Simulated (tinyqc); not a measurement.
Elastic trap-assisted tunnelling through a dielectric: one step of the calculation.

Emitter at x = 0 (Fermi level 0), collector at x = t (Fermi level -V), band edge U(x) = phi - F x, F = V/t. A trap at x has the energy E = U(x) - Et. With G(u) = (4/(3 F)) sqrt(mo/C) max(u, 0)^1.5, C = hbar^2/(2 m0): S1 = G(phi - E) - G(Et), S2 = G(Et) - G(phi - V - E), T1,2 = exp(-S1,2). The steady rate through one trap is nu T1 T2 (f1 - f2)/(T1 + T2), f1 = f(E), f2 = f(E + V), f(y) = 1/(1 + exp(y/Vt)); both contacts offer states at E.

Problem. Rate through a trap near the best position. n equally spaced x from xa to xb, where nearly all of the current flows; J = q Nt times the integral of the rate, by Simpson's rule.

Inputs (values chosen for the exercise); dielectric values close to those of silicon dioxide: temperature T = 350 K; barrier above the emitter Fermi level phi = 3.01 eV; tunnelling mass mo = 0.49 m0; thickness t = 8 nm; trap depth below the band edge of the dielectric Et = 2.57 eV; trap density Nt = 2.1e17 cm^-3; attempt frequency nu = 1e13 1/s; points of the grid n = 13; voltage V = 1.17 V; left end of the grid xa = 3.24 nm; right end of the grid xb = 4.28 nm.

Constants: q = 1.602176634e-19 C, kB = 1.380649e-23 J/K, hbar = 1.054571817e-34 J s, m0 = 9.1093837015e-31 kg, Vt = kB T/q, hbar^2/(2 m0) = 0.0380998212 eV nm^2. Results are converted to the units shown.

Give: x; E; S1; S2; f1 - f2; rate; J.

Solution.

```
point  x (nm)    E (eV)      S1      S2  f1 - f2  rate (1/s)
0      3.2400  -0.03385  38.922  50.838  0.75442  6.2918e-10
1      3.3267  -0.04652  40.008  49.986  0.82384   1.6112e-9
2      3.4133  -0.05920  41.096  49.131  0.87684   4.0321e-9
3      3.5000  -0.07187  42.186  48.273  0.91553   9.9106e-9
4      3.5867  -0.08455  43.278  47.412  0.94285   2.3815e-8
5      3.6733  -0.09723  44.373  46.548  0.96171   5.2573e-8
6      3.7600  -0.10990  45.470  45.681  0.97451   7.8001e-8
7      3.8467  -0.12258  46.569  44.812  0.98311   4.9989e-8
8      3.9333  -0.13525  47.670  43.940  0.98884   1.9141e-8
9      4.0200  -0.14793  48.774  43.065  0.99264   6.5047e-9
10     4.1067  -0.16060  49.879  42.187  0.99515   2.1645e-9
11     4.1933  -0.17328  50.987  41.306  0.99681  7.1625e-10
12     4.2800  -0.18595  52.098  40.423  0.99790  2.3628e-10
```

J = 7.1965e-17 A/cm^2

Range of the model: Phonon-assisted (inelastic) capture, chains of traps and a spread of trap depths are left out.

Program tinyqc, `OMP_NUM_THREADS=1 python tinyqc.py 2370025 2370026 out.jsonl`; Intel Xeon 2.30GHz, shared host, one thread, about 0.03 s.
